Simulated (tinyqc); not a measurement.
# Bandgap voltage reference from two bipolar transistors: effect of the temperature coefficient of both resistors

Two transistors of area 1 and N carry the same current I. Is(T) = Is (T/T0)^eta exp[(Vg0 q/kB)(1/T0 - 1/T)], VBE1 = Vt ln(I/Is(T)) + I rb, VBE2 = Vt ln(I/(N Is(T))) + I rb/N. The amplifier forces I R1(T) = VBE1 - VBE2 + Vos, with R(T) = R (1 + tc (T - T0)) for both resistors, and the output is Vref = VBE1 + I R2(T). Base currents and the Early effect are neglected.

Vt = kB T/q; I = (Vt ln N + Vos)/(R1(T) - rb (1 - 1/N)). Box coefficient: span of Vref between 233 and 398 K over its average over T and over 165 K. The last column is the R2 that gives zero slope at T0.

Values chosen for this exercise; values of the order met in silicon bipolar transistors: reference temperature T0 = 300 K; band-gap voltage extrapolated to 0 K Vg0 = 1.183 V; temperature exponent of the saturation current eta = 4.3; saturation current of the unit transistor at T0 Is = 6.5e-17 A; area ratio of the second transistor N = 8; resistor across which the difference of VBE falls, at T0 R1 = 2.7 kohm; offset of the amplifier Vos = 0 mV; series resistance of the unit transistor rb = 0 ohm; output resistor at T0 R2 = 29.95 kohm.

Constants: q = 1.602176634e-19 C, kB = 1.380649e-23 J/K. Results are converted to the units shown.

Result of one run:

| tc (ppm/K) | I at T0 (uA) | Vref at T0 (V) | slope at T0 (uV/K) | box coefficient (ppm/K) | R2 for zero slope (kohm) |
|---|---|---|---|---|---|
| 0 | 19.91 | 1.280 | 39.10 | 27.34 | 29.36 |

What becomes of these results when the temperature coefficient of both resistors tc is changed from 0 to 2000 ppm/K, all else the same?

Result of the changed run:

| tc (ppm/K) | I at T0 (uA) | Vref at T0 (V) | slope at T0 (uV/K) | box coefficient (ppm/K) | R2 for zero slope (kohm) |
|---|---|---|---|---|---|
| 2000 | 19.91 | 1.280 | -12.60 | 30.80 | 30.14 |

The whole series:

| tc (ppm/K) | I at T0 (uA) | Vref at T0 (V) | slope at T0 (uV/K) | box coefficient (ppm/K) | R2 for zero slope (kohm) |
|---|---|---|---|---|---|
| -2000 | 19.91 | 1.280 | 90.81 | 69.28 | 28.58 |
| -1000 | 19.91 | 1.280 | 64.96 | 44.85 | 28.97 |
| 0 | 19.91 | 1.280 | 39.10 | 27.34 | 29.36 |
| 1000 | 19.91 | 1.280 | 13.25 | 17.13 | 29.75 |
| 2000 | 19.91 | 1.280 | -12.60 | 30.80 | 30.14 |
| 3000 | 19.91 | 1.280 | -38.45 | 46.05 | 30.53 |

As tc goes from -2000 to 3000, Vref stays at 1.280 V and the box coefficient goes from 69.3 through a minimum of 17.1 (at tc = 1000 among the rows listed) to 46.1 ppm/K.

Program tinyqc, `OMP_NUM_THREADS=1 python tinyqc.py 2062012 2062013 out.jsonl`; Intel Xeon 2.30GHz, shared host, one thread, about 0.02 s.
